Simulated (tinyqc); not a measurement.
Bulk transistor, scale length and short-channel effects: two steps of the calculation.

A gate, an insulator of thickness ti and a depleted layer of depth ts on a conducting body. Below threshold the potential that source and drain add obeys Laplace's equation and vanishes on the gate and at the bottom of the depleted layer. Its lowest mode decays along the channel as exp(-k y); k is the smallest positive root of the matching condition at the interface, and the scale length is Lambda = pi/k.

Parameters, values chosen for the exercise; permittivities: semiconductor close to that of indium arsenide, insulator close to that of zirconium oxide: temperature T = 350 K; relative permittivity of the semiconductor eps_r = 15.1; relative permittivity of the insulator ei = 25.4; insulator thickness ti = 11 nm; depletion depth ts = 13 nm; channel length L = 40 nm; potential of the source Vbi = 0.93 V; potential of the barrier top at threshold sT = 0.5 V; long-channel threshold VTL = 0.27 V; long-channel body factor m = 1.5; drain voltage Vds = 1 V.

Constants: q = 1.602176634e-19 C, kB = 1.380649e-23 J/K, Vt = kB T/q. Results are converted to the units shown.

Problem 1. Scale length against simple estimates. Lambda = pi/k and l = 1/k. A parabolic potential across the structure gives l(parabolic) = sqrt((eps_r/ei) ts ti).

k = 0.13370175 1/nm

Wanted: Lambda; l; l(parabolic).

Solution 1.

Lambda = 23.50 nm
l = 7.479 nm
l(parabolic) = 9.220 nm

Problem 2. Threshold shift, barrier position and swing. Along the channel psi(y) = s + a exp(y/l) + b exp(-y/l) with psi(0) = Vbi, psi(L) = Vbi + Vds and l = 1/k = Lambda/pi; with A = Vbi - s, B = A + Vds, x = exp(-L/l): a = (B - A x) x/(1 - x^2), b = (A - B x)/(1 - x^2). The minimum is s + 2 sqrt(a b), at y = (l/2) ln(b/a). The long-channel potential follows the gate as s = sT + (Vg - VTL)/m, and the threshold VT is the gate voltage at which the minimum equals sT. Swing = m Vt ln 10/g at threshold, g = d(minimum)/ds = 1 - (b x + a)/((1 + x) sqrt(a b)).

l = 7.4793335 nm

Give: s at threshold; a; b; position of the minimum; VT; swing.

Solution 2.

s at threshold = 0.37241 V
a = 0.0073975 V
b = 0.55020 V
position of the minimum = 16.115 nm
VT = 0.078608 V
swing = 123.46 mV/decade

The threshold lies 191 mV below the long-channel value, and the barrier top sits at 0.40 L from the source.

tinyqc, about 0.01 s, one thread, Intel Xeon 2.30GHz (shared host): `OMP_NUM_THREADS=1 python tinyqc.py 2420023 2420024 out.jsonl`
